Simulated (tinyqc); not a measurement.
# Metal gate on a two-layer dielectric stack with fixed charge and a dipole, step by step

Program tinyqc, `OMP_NUM_THREADS=1 python tinyqc.py 2010032 2010033 out.jsonl`; Intel Xeon 2.30GHz, shared host, one thread, about 0.01 s. Printed values are rounded.

Gate, layer 2, layer 1, p-type semiconductor; x runs from the gate inwards. Charges are counted in units of +q. psi is the band bending at the surface, positive towards inversion. Classical charge, Boltzmann statistics, no interface traps.

Inputs (values chosen for the exercise); band and dielectric values close to those of 4H silicon carbide, layer 1 close to silicon dioxide, layer 2 close to zirconium oxide:
- T = 350 K (temperature)
- Eg = 3.23 eV (band gap)
- eps_r = 9.54 (relative permittivity)
- Nc = 2.13e19 cm^-3 (conduction-band density of states at T)
- Nv = 3.11e19 cm^-3 (valence-band density of states at T)
- chi = 3.55 eV (electron affinity)
- Na = 1.8e16 cm^-3 (acceptor density)
- pM = 4.44 eV (work function of the gate metal)
- t1 = 0.8 nm (thickness of layer 1, next to the semiconductor)
- e1 = 3.92 (relative permittivity of layer 1)
- t2 = 1.9 nm (thickness of layer 2, next to the gate)
- e2 = 25.2 (relative permittivity of layer 2)
- Q1 = 4.5e11 cm^-2 (fixed charge at the semiconductor interface)
- Q2 = 4.3e11 cm^-2 (fixed charge between the layers)
- r1 = 0 cm^-3 (uniform charge density in layer 1)
- r2 = 0 cm^-3 (uniform charge density in layer 2)
- Vd = 0 V (flat-band shift by a dipole layer between the layers)
- ps = -0.13 V (band bending psi of the working point)

Constants: q = 1.602176634e-19 C, kB = 1.380649e-23 J/K, Vt = kB T/q, eps0 = 8.8541878128e-14 F/cm where lengths are in cm. Results are converted to the units shown.

## Equivalent thickness and work-function difference

EOT = 3.9 (t1/e1 + t2/e2), Cox = eps0/(t1/e1 + t2/e2); phi_ms = pM - (chi + Eg - Vt ln(Nv/Na)).

EOT = 1.08997 nm
Cox = 3.16811 uF/cm^2
share of layer 1 in the EOT = 73.0223 %
phi_ms = -2.11516 V

## Flat-band voltage, term by term

EOT = 3.9 (t1/e1 + t2/e2), Cox = eps0/(t1/e1 + t2/e2); phi_ms = pM - (chi + Eg - Vt ln(Nv/Na)). Vfb = phi_ms + Vd - (q/eps0) [Q1 (t1/e1 + t2/e2) + Q2 t2/e2 + r1 (t1^2/(2 e1) + t1 t2/e2) + r2 t2^2/(2 e2)]: each charge counts with its electrical distance from the gate.

terms (V): phi_ms -2.11516, dipole 0.00000, Q1 -0.02276, Q2 -0.00587, r1 0.00000, r2 0.00000
Vfb = -2.14379 V

Apart from phi_ms the largest term is that of Q1, -22.8 mV; all charges and the dipole together move Vfb by -28.6 mV.

## Threshold voltage

ni = sqrt(Nc Nv) exp(-Eg/(2 Vt)), Eg in volts, pB = Vt ln(Na/ni), Vth = Vfb + 2 pB + sqrt(4 q eps0 eps_r Na pB)/Cox.

ni = 1.43085e-4 cm^-3
pB = 1.39587 V
depletion charge = 0.116625 uC/cm^2
Vth = 0.684769 V

## Charge in the semiconductor

ni = sqrt(Nc Nv) exp(-Eg/(2 Vt)), Eg in volts. Qs = -sign(psi) sqrt(2 q eps0 eps_r Na Vt [exp(-u) + u - 1 + (ni/Na)^2 (exp(u) - u - 1)]), u = psi/Vt.

Qs = 0.100802 uC/cm^2

The surface is accumulated.

## Fields and voltage drops

Gauss: D = -Qs just inside the semiconductor; going towards the gate subtract q Q1, then q r1 t1, q Q2 and q r2 t2. Field = D/(eps0 e); the drop over a layer is its mean field times its thickness; Vg = phi_ms + Vd + psi + both drops.

```
place                        D (uC/cm^2)  field (MV/cm)
layer 2, gate side             -0.241793      -0.108366
layer 2, inner side            -0.241793      -0.108366
layer 1, outer side            -0.172900      -0.498149
layer 1, semiconductor side    -0.172900      -0.498149
semiconductor surface          -0.100802      -0.119336
```

drop over layer 2 = -0.0205896 V
drop over layer 1 = -0.0398519 V
Vg = -2.30561 V

The same Vg follows from Vfb + psi - Qs/Cox. The largest field, 0.498 MV/cm in size, is at: layer 1, outer side.
